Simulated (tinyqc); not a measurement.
# Lossy on-chip transmission line with skin effect: two studies

A uniform line in a homogeneous dielectric: c = sqrt(er)/(c0 Z0), l = Z0 sqrt(er)/c0 (c0 = 299792458 m/s), g = w c td, w = 2 pi f. The resistance joins its limits as r = sqrt(r_dc^2 + r_hf^2), with r_dc = rho/(wd th), r_hf = kr rho/(2 delta (wd + th)), delta = sqrt(rho/(pi f mu0)), mu0 = 4 pi 1e-7 H/m; this is an interpolation, and internal inductance, up to 0.05 nH/mm at low frequency, is neglected.

Parameters, values chosen for the exercise: width of the strip wd = 4.5 um; thickness of the strip th = 2.9 um; resistivity rho = 2.9 uohm cm; relative permittivity er = 2.7; loss tangent td = 0.005; lossless impedance sqrt(l/c) Z0 = 50 ohm; factor for crowding and the return path kr = 1.5; length len = 0.87 mm; source resistance Rg = 50 ohm; load resistance RL = 1000 ohm; load capacitance CL = 20 fF; frequency f = 0.79 GHz.

Each table varies one quantity; the others keep the values above.

## Line properties against frequency

gamma = sqrt((r + i w l)(g + i w c)) = alpha + i beta, Zc = sqrt((r + i w l)/(g + i w c)), roots with positive real part; loss 8.685889638 alpha in dB; phase velocity w/beta. ZL = 1/(1/RL + i w CL); reflection (ZL - Zc)/(ZL + Zc); Zin = Zc (ZL + Zc tanh(gamma len))/(Zc + ZL tanh(gamma len)); H = V_load/V_source = [Zin/(Zin + Rg)]/[cosh(gamma len) + (Zc/ZL) sinh(gamma len)].

Line properties against frequency:
```
f (GHz),r (ohm/mm),r/(w l),loss (dB/mm),|Zc| (ohm),phase velocity over c0,length in wavelengths,|H| (dB)
0.01,2.225,129.2,0.02401,568.4,0.07561,3.838e-4,-0.4398
0.03,2.230,43.17,0.04132,328.6,0.1298,6.707e-4,-0.4399
0.09,2.246,14.49,0.07020,190.6,0.2189,0.001193,-0.4401
0.3,2.300,4.453,0.1202,106.8,0.3656,0.002381,-0.4407
0.8,2.425,1.760,0.1720,71.14,0.4956,0.004684,-0.4424
2,2.700,0.7840,0.2217,56.36,0.5716,0.01015,-0.4471
7,3.629,0.3011,0.3171,51.10,0.6022,0.03374,-0.4789
20,5.335,0.1549,0.4770,50.30,0.6069,0.09564,-0.6831
60,8.689,0.08410,0.7990,50.09,0.6081,0.2863,-1.858
```

What does the comparison show?

r equals w l at 1.50 GHz: below it |Zc| and the delay grow as in an RC line, above it |Zc| tends to Z0 = 50 ohm and the velocity to 1/sqrt(er) = 0.609 c0. The loss goes as f^(0.49) between the first two rows and f^(0.47) between the last two. |H| is -0.440 dB in the first row and -1.86 dB in the last; between rows it can pass through resonances that the table doesn't show.

## Effect of the load resistance

Same model as above.

The same in every row: r (ohm/mm) = 2.422; r/(w l) = 1.781; loss (dB/mm) = 0.1713; |Zc| (ohm) = 71.45; phase velocity over c0 = 0.4942; length in wavelengths = 0.004639.

Result of one run:
```
RL (ohm),|H| (dB)
50,-6.202
```

What becomes of these results when the load resistance RL is changed from 50 to 500 ohm, all else the same?

Result of the changed run:
```
RL (ohm),|H| (dB)
500,-0.8622
```

The whole series:
```
RL (ohm),|H| (dB)
10,-15.86
25,-9.783
50,-6.202
75,-4.583
150,-2.591
500,-0.8622
10000,-0.04641
```

As RL goes from 10 to 10000, the loss stays at 0.171 dB/mm, |Zc| stays at 71.5 ohm and |H| goes from -15.9 to -0.0464 dB, with its highest value among the rows, -0.0464 dB, at RL = 10000.

Computed by the program tinyqc: `OMP_NUM_THREADS=1 python tinyqc.py 2810117 2810118 out.jsonl`, one thread of a shared Intel Xeon 2.30GHz, about 0.01 s for the whole run.
